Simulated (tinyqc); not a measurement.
Comparisons within one model: impurity band of shallow donors (Hubbard estimate). A value that a table varies takes the place of the one given here.

Constants: e^2/(4 pi eps0) = 14.39964547 eV angstrom.

Parameters, chosen for this exercise (near those of two donors in GaAs; not measured data): a = 93.9 angstrom (orbital radius); eps = 12.7 (dielectric constant); Ns = (0.00024, 0.00059, 0.0014, 0.0035, 0.0083, 0.018, 0.035) x 1e18/cm^3 (donor densities); R = 365 angstrom (separation).

## From lone donors to an impurity band

Donors on a simple cubic lattice of spacing R = N^(-1/3) (1/angstrom^3 = 1e24/cm^3), Ha* = q/(eps a), q = e^2/(4 pi eps0), x = R/a. Hopping t = Ha* (1 + x) exp(-x), band width B = 12 t, on-site repulsion U = (5/8) Ha*; the gap closes near B/U = 1.15. Valley factors and disorder are left out.

Results:

| N (1e18/cm^3) | R (angstrom) | N^(1/3) a | t (meV) | B (meV) | B/U |
|---|---|---|---|---|---|
| 0.00024 | 1609.1 | 0.058 | 7.91e-06 | 9.49e-05 | 1.26e-05 |
| 0.00059 | 1192.3 | 0.079 | 0.000506 | 0.00607 | 0.000804 |
| 0.0014 | 893.9 | 0.105 | 0.00932 | 0.112 | 0.0148 |
| 0.0035 | 658.6 | 0.143 | 0.0870 | 1.04 | 0.138 |
| 0.0083 | 493.9 | 0.190 | 0.393 | 4.71 | 0.625 |
| 0.018 | 381.6 | 0.246 | 1.05 | 12.6 | 1.67 |
| 0.035 | 305.7 | 0.307 | 1.98 | 23.8 | 3.15 |

B/U passes 1.15 between 0.0083 and 0.018 x 1e18/cm^3; the root is x = 4.52, N^(1/3) a = 0.221, N = 0.013 x 1e18/cm^3, below the 0.021 that the empirical rule N^(1/3) a = 0.26 gives; the estimate is rough, since random positions, the overlap of the orbitals and screening are left out. While N grows by 146 times, t grows by 2.51e+05 times.

## What each parameter does (pair of shallow donors (hydrogen-like orbitals))

Each donor has the orbital exp(-r/a); energy unit Ha* = q/(eps a), q = e^2/(4 pi eps0), so that a lone donor is bound by Ha*/2; x = R/a. One electron: S = (1 + x + x^2/3) exp(-x), j = 1/x - (1 + 1/x) exp(-2x), k = (1 + x) exp(-x); levels E(+/-) = -1/2 - (j +/- k)/(1 +/- S) in Ha*, without the repulsion of the ions, split by D = |E(-) - E(+)|.

Two electrons, Heitler-London: with S' = (1 - x + x^2/3) exp(x), C = 1/x - exp(-2x)(1/x + 11/8 + 3x/4 + x^2/6), X = (1/5){exp(-2x)(25/8 - 23x/4 - 3x^2 - x^3/3) + (6/x)[S^2 (0.5772157 + ln x) + S'^2 Ei(-4x) - 2 S S' Ei(-2x)]}, Q = C - 2j + 1/x and A = X - 2 S k + S^2/x, the singlet and triplet lie at (Q +/- w A)/(1 +/- w S^2) from two lone donors, with the valley weight w = 1 (one valley); the exchange is J = triplet - singlet.

x, D = |E(-) - E(+)| and J. Each row changes one parameter from the base and keeps the others.

Results:

| case | x | D (meV) | J (micro-eV) |
|---|---|---|---|
| base | 3.887 | 1.208 | 285 |
| a = 84.5 angstrom | 4.320 | 0.9694 | 168 |
| eps = 14 | 3.887 | 1.096 | 259 |
| R = 420 angstrom | 4.473 | 0.7758 | 120 |

The largest shifts from the base row, up to three for each result and ties (the steps differ in size, so this ranks the rows, not the parameters). x: R +0.586, a +0.432; unchanged at the printed digits by eps. D (meV): R -0.433, a -0.239, eps -0.112. J (micro-eV): R -165, a -117, eps -26.5.

tinyqc: `OMP_NUM_THREADS=1 python tinyqc.py 1252021 1252022 out.jsonl`; about 0.01 s, one thread, shared Intel(R) Xeon(R) Processor @ 2.30GHz.
